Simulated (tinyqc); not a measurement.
Width of the well: finite square well with mass mismatch (envelope functions).

A square well of width L and depth V0, mass mw inside and mb outside, energies from the bottom of the well, c = hbar^2/2m0. k = sqrt(mw E/c), kappa = sqrt(mb (V0 - E)/c). psi and psi'/m are continuous at the walls (BenDaniel-Duke), so level n solves k L + 2 atan[(k/mw)/(kappa/mb)] = n pi.

Constants: hbar^2/2m0 = 3.80998211 eV angstrom^2.

Inputs chosen for the exercise (near those of a GaAs well in AlGaAs; not measured data):
```
symbol  value                            unit      meaning
V0      0.162                            eV        barrier height
mw      0.0676                           m0        mass in the well
mb      0.0836                           m0        mass in the barrier
Ls      (29, 41, 57, 80, 113, 158, 221)  angstrom  widths
```

Levels against L, beside the infinite well E1(hard) = c (pi/L)^2/mw; Pb is the probability of level 1 in the barriers; a dash marks an unbound level.

Levels:
```
L (angstrom),bound levels,E1 (eV),E2 (eV),E1(hard) (eV),Pb
29,1,0.1006,-,0.6614,0.416
41,1,0.0769,-,0.3309,0.264
57,1,0.0555,-,0.1712,0.155
80,2,0.0371,0.1347,0.0869,0.082
113,2,0.0231,0.0895,0.0436,0.040
221,4,0.0081,0.0321,0.0114,0.008
```

Give the missing row, L (angstrom) = 158.

Computed row:
```
L (angstrom)  bound levels  E1 (eV)  E2 (eV)  E1(hard) (eV)     Pb
158                      3   0.0139   0.0550         0.0223  0.018
```

The infinite well overestimates E1 by a factor 6.58 at 29 angstrom and 1.41 at 221 angstrom. The local exponent d ln E1/d ln L goes from -0.77 (first two rows) to -1.63 (last two), towards the -2 of hard walls, as Pb falls from 0.416 to 0.008. E2 - E1 is largest at 80 angstrom of the widths listed.

Computed by tinyqc, a small Python program: `OMP_NUM_THREADS=1 python tinyqc.py 1251772 1251773 out.jsonl` (the numbers bound the seed that draws the inputs); one thread of a shared host (Intel(R) Xeon(R) Processor @ 2.30GHz), about 0.01 s for the whole set of steps.
